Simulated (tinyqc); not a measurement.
Tail length against growth temperature: equilibrium and kinetic segregation of a solute to boundaries and growing surfaces. Computed by tinyqc, a small Python program. Command: `OMP_NUM_THREADS=1 python tinyqc.py 3006845 3006846 out.jsonl segreg walk`. One thread of a shared host (Intel(R) Xeon(R) Processor @ 2.30GHz), about 0.01 s of CPU time with the checks.

Inputs (values chosen for the exercise, modelled on a solute in a copper line): exchange barrier E_b = 1.83 eV; surface segregation energy E_s = 0.38 eV; growth rate = 0.11 monolayers/s.

Constants: k_B = 8.617333262e-05 eV/K.

Method. Two-state exchange during growth, dilute: jump up r_u = nu exp(-E_b/(k_B T_g)), jump back r_d = r_u exp(-E_s/(k_B T_g)), nu = 1e13 1/s. In the time 1/R of one monolayer the share carried up is p = [r_u/(r_u + r_d)] [1 - exp(-(r_u + r_d)/R)]; the tail decays as p^n, length -1/ln p monolayers; the equilibrium limit has p = r_u/(r_u + r_d).

Exchange model:
```
T_g (K)       r_u/R        p  length (monolayers)  equilibrium limit
568      5.2637e-03  0.00525           1.9049e-01             2353.8
608      6.1594e-02  0.05973           3.5488e-01             1412.6
641      3.7194e-01  0.31055           8.5513e-01              972.6
674      1.8834e+00  0.84712           6.0271e+00              694.6
700      6.0700e+00  0.99588           2.4251e+02              544.9
727      1.8729e+01  0.99768           4.3129e+02              431.3
766      8.2872e+01  0.99685           3.1684e+02              316.8
826      6.2086e+02  0.99522           2.0873e+02              208.7
925      9.7279e+03  0.99157           1.1810e+02              118.1
```

What does the comparison show, and why?

The length peaks among these rows at 727 K with 431 monolayers. Below, exchange freezes (r_u/R = 0.0053 in the first row); above, the length follows the equilibrium limit, about exp(E_s/(k_B T)), down to 118.

Extremes, crossings and ranges named in words are read from the listed rows.
